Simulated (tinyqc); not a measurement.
Mobility of a non-polar semiconductor in the relaxation-time approximation: one step, computed by the program tinyqc.

Each valley is treated as a sphere of mass m_d for states and rates, with one isotropic relaxation time; the conductivity mass m_c sets the current.

Question. Rates at a few energies. Kane band: hbar^2 k^2/(2 m) = E (1 + alpha E), speed v = hbar k/(m (1 + 2 alpha E)), states per spin, volume and energy g(E) = m k (1 + 2 alpha E)/(2 pi^2 hbar^2); overlap factors are set to 1. Here m = m_d. Masses are multiplied by m_0 and all formulas are in SI units. Phonon occupation N_q = 1/(exp(hbar w/(k_B T)) - 1). Acoustic deformation potential (elastic, equipartition, absorption and emission together): 1/tau = 2 pi k_B T D_A^2 g(E)/(hbar rho v_l^2). Optical or intervalley deformation potential: 1/tau = (pi Z_f D_o^2/(rho w)) [N_q g(E + hbar w) + (N_q + 1) g(E - hbar w)], with g = 0 below the band edge. Each optical term is multiplied by (1 - f(E'))/(1 - f(E)), E' the final energy, for Pauli blocking. Singly charged impurities, momentum relaxation: 1/tau = N_I e^4 m (1 + 2 alpha E) Phi/(8 pi (eps_s eps_0)^2 hbar^3 k^3), with alpha = 0 for a parabolic band. Brooks-Herring: Phi = ln(1 + b) - b/(1 + b), b = 4 k^2 L_s^2.

Inputs (values chosen for the exercise, modelled on electrons in silicon): non-parabolicity alpha = 0.5 1/eV; static permittivity eps_s = 11.7; density rho = 2329 kg/m^3; sound velocity v_l = 8900 m/s; acoustic deformation potential D_A = 9.8 eV; phonon energy hbar w = 62 meV; optical or intervalley deformation potential D_o = 5.5 1e8 eV/cm; final valleys Z_f = 5; temperature T = 77 K.

Band: Kane. Impurity formula: Brooks-Herring. Further scattering: none.

reduced Fermi level eta = -6.578435

density-of-states mass m_d = 0.3163363 m_0

ionised impurity density N_I = 1.96e+16 1/cm^3

screening length L_s = 29.59728 nm

Constants: k_B = 8.617333262e-05 eV/K; k_B = 1.380649e-23 J/K; e = 1.602176634e-19 C; hbar = 1.054571817e-34 J s; m_0 = 9.1093837015e-31 kg; hbar = 6.582119569e-16 eV s; eps_0 = 8.8541878128e-12 F/m.

Give: Rates (1e12/s) at E = (max(eta, 0) + 0.5, 1, 2, 4) k_B T.

Answer.

Rates (1e12/s) at E = (max(eta, 0) + 0.5, 1, 2, 4) k_B T:
```
E (meV)  acoustic    optical  ionised impurity
3.32       0.1852  5.096e-04             9.251
6.64       0.2630  5.242e-04             3.897
13.27      0.3750  5.531e-04             1.603
26.54      0.5390  6.091e-04             0.648
```
